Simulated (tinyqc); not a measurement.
Ratio and sensitivities against delay: time-domain thermoreflectance: layered heat flow under a modulated pulse train, and what the signal ratio measures. Computed by tinyqc, a small Python program. Command: `OMP_NUM_THREADS=1 python tinyqc.py 3112714 3112715 out.jsonl tdtr walk`. One thread of a shared host (Intel(R) Xeon(R) Processor @ 2.30GHz), about 0.1 s of CPU time with the checks.

Pulses repeat at 80 MHz; heat is laid down at the surface, all layers are isotropic.

Inputs (values chosen for the exercise, modelled on aluminium on germanium):

| quantity | value | unit |
|---|---|---|
| metal thickness d | 63 | nm |
| metal conductivity | 150 | W/(m K) |
| metal heat capacity | 2.42 | MJ/(m^3 K) |
| boundary conductance G under the metal | 92 | MW/(m^2 K) |
| substrate conductivity kappa | 58.6 | W/(m K) |
| substrate heat capacity C | 1.7 | MJ/(m^3 K) |
| modulation frequency f | 1 | MHz |
| spot radius w (1/e^2, pump and probe) | 5.2 | micrometre |

Stack: metal, substrate.

Method:
- For radial wave number k and angular frequency W each layer has u = sqrt(4 pi^2 k^2 + i W C/kappa) and gamma = kappa u. Surface impedance from below: Z = 1/gamma for the substrate; a layer of thickness L maps Z to (Z + tanh(u L)/gamma)/(1 + gamma Z tanh(u L)); a boundary adds 1/G.
- Response per absorbed watt H(W) = 2 pi int_0^(2/w) Z(k, W) exp(-pi^2 k^2 w^2) k dk by 20 Gauss-Legendre points.
- Signal: X + iY = sum_(m = -M..M) H(2 pi (f + m f_r)) exp(i 2 pi m f_r t) exp(-pi (m/M)^2 x 4), f_r = 80 MHz, M = 4000, with H(-W) the complex conjugate of H(W); V_in = X, V_out = Y, ratio = -V_in/V_out.
- Sensitivity S = ln(ratio'/ratio)/ln(1.01) for a rise of one input by 1 %.

Ratio and sensitivities:

| t (ps) | ratio | S to kappa | S to G | S to d | S to C | S to w |
|---|---|---|---|---|---|---|
| 100 | 5.7116 | 0.70342 | -0.03580 | -0.70545 | 0.05971 | -0.74132 |
| 200 | 5.4596 | 0.69440 | -0.07190 | -0.65453 | 0.05335 | -0.73602 |
| 400 | 5.0208 | 0.67567 | -0.13298 | -0.56137 | 0.03939 | -0.72620 |
| 800 | 4.3277 | 0.63764 | -0.22448 | -0.40258 | 0.00940 | -0.70892 |
| 1500 | 3.4895 | 0.57364 | -0.31794 | -0.19327 | -0.04351 | -0.68401 |
| 2500 | 2.7566 | 0.49413 | -0.35930 | -0.00676 | -0.11076 | -0.65633 |
| 4000 | 2.1555 | 0.40695 | -0.32345 | 0.11481 | -0.18369 | -0.62663 |

What follows from these numbers?

The largest sensitivity in size at 100 ps is to w (-0.74). At 400 ps an error of 3 % in d passes on as 2 % in kappa.

Extremes, crossings and ranges named in words are read from the listed rows.
